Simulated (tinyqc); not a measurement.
Sweep of a uniaxial [111] strain: strain-driven crossing of the Gamma and L valleys in a germanium-like crystal alloyed with tin.

Biaxial loads: e0 is the in-plane strain e_par and the normal is free. (001): e_perp = -2 (C12/C11) e_par; exx = eyy = e_par, ezz = e_perp, no shear. (111): e_perp = -(2 C11 + 4 C12 - 4 C44)/(C11 + 2 C12 + 4 C44) e_par; exx = eyy = ezz = (2 e_par + e_perp)/3 and exy = eyz = ezx = (e_perp - e_par)/3. (110): e_perp = -(C11 + 3 C12 - 2 C44)/(C11 + C12 + 2 C44) e_par; exx = eyy = (e_par + e_perp)/2, ezz = e_par, exy = (e_perp - e_par)/2, eyz = ezx = 0. Uniaxial loads: a stress along n, scaled so that n.e.n = e0, with exx = s11 sxx + s12 (syy + szz), exy = s44 sxy/2, s11 = (C11 + C12)/((C11 - C12)(C11 + 2 C12)), s12 = -C12/((C11 - C12)(C11 + 2 C12)), s44 = 1/C44.

Edges from the unstrained valence top: Gamma at Eg + ac tr(e); an L valley with unit axis u at EgL + aL tr(e) + XuL (u.e.u - tr(e)/3), u along [111], [1-1-1], [-11-1], [-1-11]; valence edges are the levels of the 6 x 6 matrix of X, Y, Z times spin with -Dso/3 + l exx + m (eyy + ezz) on the diagonal (cyclic), n exy off it, l = av + 2 b, m = av - b, n = sqrt(3) d. Spin-orbit term (Dso/3) L.sigma on X, Y, Z with (L_k)_ij = -i epsilon_kij: <X+|H|Y+> = -i Dso/3, <X+|H|Z-> = Dso/3, <Y+|H|Z-> = -i Dso/3, <Z+|H|X-> = -Dso/3, <Z+|H|Y-> = i Dso/3, <X-|H|Y-> = i Dso/3, and their conjugates; + and - are the spin along z.

With tin the unstrained gaps become E(y) = (1 - y) E + y EgS - CS y (1 - y); all other values are kept.
Constants: kB = 8.617333262e-05 eV/K.

Parameters, chosen for this exercise (near those of Ge, gaps at low temperature; the results hold for these values, not for the real material):

| symbol | value | unit | meaning |
|---|---|---|---|
| Eg | 0.886 | eV | gap at Gamma to the s-like level |
| EgL | 0.754 | eV | gap to L |
| Dso | 0.285 | eV | spin-orbit splitting |
| ac | -8.15 | eV | conduction deformation potential |
| av | 1.26 | eV | valence hydrostatic potential |
| b | -2.59 | eV | tetragonal shear potential |
| d | -5.34 | eV | trigonal shear potential |
| aL | -1.4 | eV | hydrostatic potential of the L edge, Xd + Xu/3 |
| XuL | 16.85 | eV | uniaxial potential, L |
| y | 0.093 |  | tin fraction |
| EgS | (-0.364, 0.072) | eV | Gamma and L gaps of the tin end |
| CS | (2.64, 0.91) | eV | bowing of the Gamma and L gaps |
| C11 | 130.8 | GPa |  |
| C12 | 47.5 | GPa |  |
| C44 | 66.9 | GPa |  |
| load | uniaxial [111] |  | kind of strain |
| mG | 0.0388 | m0 | mass at Gamma |
| mL | 0.584 | m0 | density-of-states mass of the four L valleys together |
| T | 200 | K | temperature |

The valence splitting is the distance of the top two edges. Share in Gamma = mG^(3/2)/(mG^(3/2) + (mL^(3/2)/4) sum_i exp(-(E_Li - E_Gamma)/kT)).

Results:

| e0 (%) | direct gap (eV) | indirect gap (eV) | Gamma - L (meV) | valence splitting (meV) | share in Gamma (%) |
|---|---|---|---|---|---|
| -1.68 | 0.576 | 0.346 | 229 | 140 | 1.14e-05 |
| -0.64 | 0.562 | 0.516 | 46 | 49 | 0.469 |
| 0.40 | 0.507 | 0.575 | -68 | 27 | 53.9 |
| 1.44 | 0.403 | 0.474 | -71 | 82 | 58.4 |
| 2.48 | 0.299 | 0.373 | -74 | 116 | 62.7 |
| 3.52 | 0.194 | 0.272 | -77 | 136 | 66.8 |
| 4.56 | 0.090 | 0.170 | -80 | 148 | 70.6 |
| 5.60 | -0.014 | 0.069 | -83 | 156 | 74.1 |

Gamma drops below the lowest L valley between e0 = -0.64 and 0.40 %. This load splits the L valleys, and the lowest set changes where e0 changes sign, which bends the column Gamma - L. The direct gap goes from 0.576 to -0.014 eV; of that change -0.120 eV comes from the rise of the valence top through the shear terms and the rest from the volume. The share in Gamma goes from 1.14e-05 to 74.1 %. Gaps near or below zero lie outside this linear model. Beyond about 3 % terms of second order in the strain, left out here, matter.

Computed by tinyqc, a small Python program: `OMP_NUM_THREADS=1 python tinyqc.py 1080304 1080305 out.jsonl` (the numbers bound the seed that draws the inputs); one thread of a shared host (Intel(R) Xeon(R) Processor @ 2.30GHz), about 0.01 s for the whole set of steps.
